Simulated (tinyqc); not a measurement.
X-ray reflectivity of a thin film on silicon: critical angles, Parratt recursion, fringes and roughness: one step, computed by the program tinyqc.

n = 1 - delta + i beta; the classical electron radius is r_e = 2.8179403e-6 nm. Layer 0 is vacuum, 1 the film, 2 the substrate.

Question. Reflectivity at one angle. k_j = (2 pi/lambda) sqrt(sin^2 theta - 2 delta_j + 2 i beta_j); r_ij = (k_i - k_j)/(k_i + k_j) x exp(-2 k_i k_j sigma^2) (Nevot-Croce); r = (r_01 + r_12 p)/(1 + r_01 r_12 p), p = exp(2 i k_1 d); R = |r|^2.

Inputs (values chosen for the exercise, modelled on SiO2 on silicon, copper K-alpha radiation):
```
quantity,value,unit
wavelength lambda,0.15406,nm
film thickness d,39.4,nm
roughness of the surface sigma_1,0.47,nm
roughness of the interface sigma_2,0.18,nm
grazing angle theta,1.68,degrees
```

Constants:
```
layer,rho_e (1/nm^3),delta,beta,critical angle (degrees),q_c (1/nm)
film,648.1751,6.899602e-06,8.279522e-08,0.2128382,0.3030030
substrate,711.4015,7.572626e-06,1.741704e-07,0.2229774,0.3174375
```

Give: k_0, k_1, k_2; 1000 r_01; 1000 r_12; p; reflectivity R; q = 4 pi sin(theta)/lambda.

Answer.

k_0, k_1, k_2 (1/nm): [1.1957, 1.1860+0.0001i, 1.1851+0.0002i]

1000 r_01 = 2.1625-0.0263i

1000 r_12 = 0.36354-0.04948i

p = 0.69904-0.70229i

reflectivity R = 5.7733e-06

q = 4 pi sin(theta)/lambda = 2.3914 1/nm
